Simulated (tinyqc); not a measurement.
Trap-assisted generation and recombination current of an abrupt junction: one step, computed by the program tinyqc.

Depletion approximation, flat quasi-Fermi levels across the depleted layer, long neutral regions with minority lifetimes tau_n and tau_p, full ionisation and Boltzmann statistics. Voltages in exponents stand for e V.

Task: Depleted layer under reverse bias. W = sqrt(2 eps eps_0 (V_bi - V)(1/N_A + 1/N_D)/e), x_p = W N_D/(N_A + N_D), x_n = W - x_p, peak field F_m = 2 (V_bi - V)/W; reverse bias means V = -V_r.

Inputs (values chosen for the exercise, with bands and screening modelled on InP):

| quantity | value | unit |
|---|---|---|
| electron mass m_e | 0.0814 | m_0 |
| valleys M_c | 1 | - |
| dielectric constant eps | 12.3 | - |
| acceptor density N_A | 5.7e+16 | cm^-3 |
| donor density N_D | 4.5e+17 | cm^-3 |
| reverse bias V_r | 6.7 | V |
| temperature T | 300 | K |

Field enhancement: Hurkx tunnelling factor.

V_bi = 1.236144 V

Constants: eps_0 = 8.8541878128e-12 F/m; e = 1.602176634e-19 C.

Give: W; x_p; x_n; peak field F_m.

Result:

W = 461.8 nm

x_p = 409.9 nm

x_n = 51.92 nm

peak field F_m = 3.437e+05 V/cm

Caution: one side is doped near or above its effective density of states, so Boltzmann statistics understate V_bi.
